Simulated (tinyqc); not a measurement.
Inside a calculation: shallow donor in effective-mass theory, with valley-orbit splitting. Values are carried at full precision from step to step, so a last printed digit may differ when a step is redone from the rounded ones.

Constants: Ry = 13.60569312 eV; a0 (Bohr radius) = 0.5291772105 angstrom; hbar^2/2m0 = 3.80998211 eV angstrom^2; e^2/(4 pi eps0) = 14.39964547 eV angstrom.

Values chosen for the exercise (near those of a group-V donor in Si; not measured data):
```
symbol  value  unit      meaning
ml      0.896  m0        longitudinal mass
mt      0.19   m0        transverse mass
eps     11.1             dielectric constant
a       22.3   angstrom  trial radius across the axis
b       15.2   angstrom  trial radius along the axis
E0      -32.7  meV       single-valley level
D0      4.62   meV       central-cell shift
D1      3.67   meV       coupling of perpendicular valleys
D2      2.95   meV       coupling of opposite valleys
Ds      -38.7  meV       strain splitting: z valleys less the others
```

## Hydrogen-like estimates

Ry* = Ry m/eps^2 and a* = a0 eps/m for four choices of one mass: mt, the conductivity mass 3/(1/ml + 2/mt), the density-of-states mass (ml mt^2)^(1/3), and ml.

Estimates:
```
mass               m (m0)  Ry* (meV)  a* (angstrom)
mt                 0.1900      20.98          30.92
conductivity       0.2577      28.45          22.80
density of states  0.3186      35.18          18.44
ml                 0.8960      98.94           6.56
```

## Energy of one trial function

One valley: H = -c [(d2/dx2 + d2/dy2)/mt + (d2/dz2)/ml] - q/(eps r), c = hbar^2/2m0, q = e^2/(4 pi eps0). Trial function exp(-sqrt((x^2 + y^2)/a^2 + z^2/b^2)) with a > b: T = (c/3)(2/(mt a^2) + 1/(ml b^2)), V = -(q/eps) atan(u/b)/u, u = sqrt(a^2 - b^2). The central cell of the impurity is left out.

Evaluate T, V and E. Scaling both radii by f changes T to T/f^2 and V to V/f, so the best factor is f = -2T/V, with energy -V^2/(4T).

T = 33.017 meV
V = -65.258 meV
E = -32.241 meV
best scale factor = 1.0119
energy after scaling = -32.246 meV

The virial ratio -V/T is 1.976; it is 2 at the best scale. Scaling gains 0.005 meV.

## Scan over the shape

For each ratio b/a = 0.2, 0.3, ..., 0.9 the best scale follows from a = -2 T1/V1, with T1 and V1 taken at a = 1 angstrom.

Scan:
```
b/a  a (angstrom)  b (angstrom)  E (meV)
0.2         53.83         10.77  -16.841
0.3         33.82         10.15  -25.453
0.4         27.09         10.84  -30.284
0.5         24.27         12.14  -32.313
0.6         23.02         13.81  -32.664
0.7         22.51         15.76  -32.096
0.8         22.40         17.92  -31.056
0.9         22.53         20.27  -29.795
```

The best listed ratio is 0.6; (mt/ml)^(1/2) = 0.46 and (mt/ml)^(1/3) = 0.60 are common guesses.

## The minimum

Minimise over a and b. The Mott estimate n_c = (0.25/a_m)^3 uses a_m = (a^2 b)^(1/3); 1/angstrom^3 = 1e24/cm^3.

a = 23.21 angstrom
b = 13.43 angstrom
E = -32.686 meV
a_m = 19.34 angstrom
n_c = 2.16 x 1e18/cm^3

b/a = 0.579. The binding energy is 1.558 times Ry*(mt). The central cell of a real donor shrinks the orbit and raises n_c (3.7 x 1e18/cm^3 for P in Si).

## The valley-orbit matrix

Basis: the 1s envelopes of the valleys +x, -x, +y, -y, +z, -z. Diagonal E0 - D0, element -D2 between opposite valleys and -D1 between perpendicular ones. Strain along [001] adds 2 Ds/3 to the z valleys and -Ds/3 to the others.

Fill it in with the strain.

H (meV), rows +x, -x, +y, -y, +z, -z and columns alike:
```
[[-24.420, -2.950, -3.670, -3.670, -3.670, -3.670],
 [-2.950, -24.420, -3.670, -3.670, -3.670, -3.670],
 [-3.670, -3.670, -24.420, -2.950, -3.670, -3.670],
 [-3.670, -3.670, -2.950, -24.420, -3.670, -3.670],
 [-3.670, -3.670, -3.670, -3.670, -63.120, -2.950],
 [-3.670, -3.670, -3.670, -3.670, -2.950, -63.120]]
```

## Levels and ground state

Diagonalise. For the lowest state give the amplitudes (positive) and (sum of amplitudes)^2/6, the contact density relative to no strain.

levels (meV): [-69.195, -60.170, -31.585, -21.470, -21.470, -20.030]

amplitudes: +x 0.1441, -x 0.1441, +y 0.1441, -y 0.1441, +z 0.6771, -z 0.6771

relative contact density = 0.6212

The z valleys hold 91.7 % of the ground state, against 33.3 % without strain.

## Checks

- Energy from 21 anisotropic Gaussians against the two-parameter function, meV: -32.73 against -32.69.
- Unstrained levels against E0 - D0 - 4 D1 - D2 (A1), E0 - D0 + D2 (T2, threefold) and E0 - D0 + 2 D1 - D2 (E, twofold): they agree to 1e-10 or better.

(tinyqc, `OMP_NUM_THREADS=1 python tinyqc.py 1280272 1280273 out.jsonl`, Intel(R) Xeon(R) Processor @ 2.30GHz, 1 thread, shared host, about 0.01 s.)
